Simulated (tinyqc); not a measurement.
# Input admittance of a MOSFET at zero drain bias: distributed channel and distributed gate: two studies

Source and drain grounded, strong inversion, w = 2 pi f, Cox = eps0 eox/tox. The channel is an RC line of resistance 1/(mu Cox Vo) per square fed from both ends, so one finger has the intrinsic admittance y = i w Cox L tanh(g)/g per width, g = (1/2) sqrt(i w tau), tau = L^2/(mu Vo). The vertical resistance rv/L is in series with y, the overlaps 2 i w Cov in parallel: y_t = 1/(1/y + rv/L) + 2 i w Cov. The gate strip is a line of Rsh/L per length loaded by y_t, so a finger has Y = y_t Wf tanh(k)/k, k = (Wf/sd) sqrt(y_t Rsh/L); the device has Nf Y.

Values chosen for this exercise; values of the order met in silicon radio-frequency transistors: relative permittivity of the gate insulator (close to silicon dioxide) eox = 3.9; insulator thickness tox = 4.8 nm; channel length L = 0.15 um; finger width Wf = 3 um; number of fingers Nf = 32; channel mobility mu = 190 cm^2/(V s); gate overdrive Vo = 0.33 V; sheet resistance of the gate Rsh = 24 ohm/square; vertical resistivity of the gate stack rv = 7.7 ohm um^2; number of ends at which a finger is contacted sd = 2; overlap and fringe capacitance on each side Cov = 0.38 fF/um; frequency f = 30 GHz.

Constants: eps0 = 8.8541878128e-14 F/cm where lengths are in cm. Results are converted to the units shown.

Each table varies one quantity; the others keep the values above.

## Input impedance against frequency

Low-frequency limits, with c = Cox L and ct = c + 2 Cov: R_strip = Rsh Wf/(3 sd^2 L Nf), R_ch = (c/ct)^2 L/(12 mu Cox Vo Wf Nf), R_vert = (c/ct)^2 rv/(L Wf Nf), C = ct Wf Nf. Z = 1/(Nf Y) = R + 1/(i w C), Q = |Im Z|/R, far-point signal |1/cosh k|.

The same in every row: low-frequency R (ohm) = 2.428.

Results:
```
f (GHz)     w tau      |k|  R (ohm)  C (fF)      Q  signal at the far point
0.3      0.006764  0.03533    2.428   176.6   1238                    1.000
0.7       0.01578  0.05396    2.428   176.6  530.4                    1.000
2         0.04509  0.09121    2.428   176.6  185.6                    1.000
4         0.09019   0.1290    2.428   176.5  92.83                   0.9999
9          0.2029   0.1935    2.428   176.5  41.26                   0.9997
20         0.4509   0.2883    2.427   176.4  18.59                   0.9983
50          1.127   0.4547    2.422   175.7  7.482                   0.9899
300         6.764    1.030    2.248   153.2  1.540                   0.8099
```

Estimate the missing row, f = 100 GHz.

Computed row:
```
f (GHz)  w tau     |k|  R (ohm)  C (fF)      Q  signal at the far point
100      2.255  0.6374    2.404   173.2  3.823                   0.9626
```

With this row back in the table: R falls from 2.43 to 2.25 ohm and C falls from 177 to 153 fF. Q goes as f^(-1.00) between the first two rows and f^(-0.83) between the last two, where w tau = 6.76 and |k| = 1.03. The low-frequency limits hold both R and C within 5 % up to f = 100 GHz among the rows.

## Dividing a fixed width into fingers

Total width Wf Nf = 96 um; each finger also has a contact resistance Rc at each contacted end, which adds Rc/(sd Nf). The resistances are low-frequency limits, good while |k| is below about 1; the far-point signal is |1/cosh k| at f, without Rc.

The same in every row: R_ch + R_vert (ohm) = 1.178.

Dividing a fixed width into fingers:
```
Nf   Wf (um)  R_strip (ohm)  Rc/(sd Nf) for Rc = 30 ohm (ohm)  sum (ohm)  signal at the far point
1      96.00           1280                             15.00       1296                 5.838e-4
2      48.00          320.0                             7.500      328.7                  0.03417
4      24.00          80.00                             3.750      84.93                   0.2646
8      12.00          20.00                             1.875      23.05                   0.7544
16     6.000          5.000                            0.9375      7.115                   0.9708
32     3.000          1.250                            0.4688      2.897                   0.9963
64     1.500         0.3125                            0.2344      1.725                   0.9993
128   0.7500        0.07812                            0.1172      1.373                   0.9998
```

R_strip falls as 1/Nf^2, from 1280 to 0.0781 ohm, the contact term as 1/Nf, and R_ch + R_vert stays at 1.18 ohm since the total width is fixed. The sum is within a factor 1.5 of that floor from Nf = 64 on. More fingers add wiring capacitance, which is left out.

Numbers from tinyqc (`OMP_NUM_THREADS=1 python tinyqc.py 2262063 2262064 out.jsonl`; about 0.01 s on one thread of a shared Intel Xeon 2.30GHz).
